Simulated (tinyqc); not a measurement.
Temperatures in a stack of 3 dies with leakage feedback: one step of the calculation.

One-dimensional heat flow to a sink below die 0. The power of each die is released in a plane at its top; from the plane of die j > 0 heat crosses its silicon (ts), a bond layer and the wiring of die j - 1; from die 0 it crosses t0, paste and sink. Copper shares the path through bond and wiring in parallel: k_eff = fm km + (1 - fm) k. Silicon is taken at the temperature of the plane above it. Leakage is P_l exp((T - 350 K)/Tl).

Problem. Resistances per area at 300 K. R = thickness/conductivity for each layer.

Values chosen for this exercise; conductivities of the order met in silicon, wiring layers, bonds and pastes:
```
symbol  value      unit                                       meaning
k0        143   W/(m K)              conductivity of silicon at 300 K
ts         20        um                    thickness of a thinned die
t0        300        um         thickness of the die next to the sink
tb          9        um                thickness of the wiring layers
kb          2   W/(m K)             conductivity of the wiring layers
tg          1        um                     thickness of a bond layer
kg        1.3   W/(m K)           conductivity of the bond dielectric
fm        0.1            area share of copper through bond and wiring
km        390   W/(m K)                        conductivity of copper
Rt       0.12  K cm^2/W                                 paste and lid
Rs       0.68  K cm^2/W                                     heat sink
```

Find: thick die; thinned die; k_eff of the bond; k_eff of the wiring; bond plus wiring; paste plus sink.

Solution.

thick die = 0.020979 K cm^2/W
thinned die = 0.0013986 K cm^2/W
k_eff of the bond = 40.170 W/(m K)
k_eff of the wiring = 40.800 W/(m K)
bond plus wiring = 0.0024548 K cm^2/W
paste plus sink = 0.80000 K cm^2/W

tinyqc, about 0.04 s, one thread, Intel Xeon 2.30GHz (shared host): `OMP_NUM_THREADS=1 python tinyqc.py 2162116 2162117 out.jsonl`
